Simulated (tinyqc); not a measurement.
The size of the error: propagation of a band-gap error through k.p and effective-mass formulas.

Chain, for a gap E (the reference Eg or another value), with Ep and Dso kept: 1/me = 1 + Ep (E + 2 Dso/3)/(E (E + Dso)); g* = 2 - 2 Ep Dso/(3 E (E + Dso)); g1(E) = g1 + (Ep/3)(1/E - 1/Eg), g2(E) = g2 + (Ep/6)(1/E - 1/Eg), light hole 1/(g1 + 2 g2), heavy hole 1/(g1 - 2 g2) along [100]; optical constant ei(E) = 1 + (ei - 1)(EP/(EP + E - Eg))^2, static e0(E) = ei(E) + e0 - ei.

Donor: R = Ry me/e0^2, a_B = a0 e0/me, Mott density (0.26/a_B)^3. Nc, Nv = 2 (m kT/(4 pi c))^(3/2), c = hbar^2/2m0, ni = sqrt(Nc Nv) exp(-E/2kT). Exciton: Ry mu/e0^2 with 1/mu = 1/me + g1(E). 1 angstrom^-3 = 1e24 cm^-3.

Constants: Ry = 13.60569312 eV; a0 (Bohr radius) = 0.5291772105 angstrom; kB = 8.617333262e-05 eV/K; hbar^2/2m0 = 3.80998211 eV angstrom^2.

Parameters, chosen for this exercise (reference values near those of ZnSe, gap at low temperature; shifted at random, so the results belong to these values and not to a real crystal): Eg = 2.767 eV (gap at Gamma to the s-like level); Dso = 0.399 eV (spin-orbit splitting); Ep = 23.9 eV (Kane energy); g1 = 3.76 (Luttinger gamma1); g2 = 1.24 (gamma2); e0 = 8.82 (static dielectric constant); ei = 6.01 (optical dielectric constant); EP = 7.19 eV (mean (Penn) gap); mh = 0.4 m0 (density-of-states mass of the holes); T = 300 K (temperature).

E = f Eg; ratios against f = 1.

Results:
```
f,E (eV),me ratio,light-hole ratio,e0 ratio,donor ratio,Mott ratio,g*,log10 ni ratio
0.25,0.692,0.296,0.265,1.554,0.122,0.00690,-6.426,17.03
0.40,1.107,0.448,0.419,1.392,0.231,0.0334,-1.815,13.68
0.60,1.660,0.641,0.619,1.226,0.427,0.143,0.140,9.15
0.80,2.214,0.825,0.813,1.099,0.683,0.423,0.901,4.59
1.00,2.767,1.000,1.000,1.000,1.000,1.00,1.274,0.00
1.20,3.320,1.168,1.182,0.922,1.375,2.03,1.485,-4.60
2.00,5.534,1.776,1.857,0.728,3.350,14.5,1.806,-23.05
```

Give the missing row, f = 1.50.

Computed row:
```
f     E (eV)  me ratio  light-hole ratio  e0 ratio  donor ratio  Mott ratio     g*  log10 ni ratio
1.50   4.151     1.407             1.444     0.831        2.036        4.85  1.663          -11.51
```

Between f = 0.8 and 1.2 the mean powers d ln(ratio)/d ln f are 0.86 for me, 0.92 for the light hole, -0.43 for e0, 1.72 for the donor energy and 3.88 for the Mott density; ni moves by -0.83 decades per 0.1 eV, against -0.1 eV/(2 kT ln 10) = -0.84 from the exponential alone, the rest coming from Nc through me^(3/4). g* changes sign between f = 0.40 and 0.60; the place of this zero hangs on remote bands, which are left out.

Computed by tinyqc, a small Python program: `OMP_NUM_THREADS=1 python tinyqc.py 1850927 1850928 out.jsonl` (the numbers bound the seed that draws the inputs); one thread of a shared host (Intel(R) Xeon(R) Processor @ 2.30GHz), about 0.01 s for the whole set of steps.
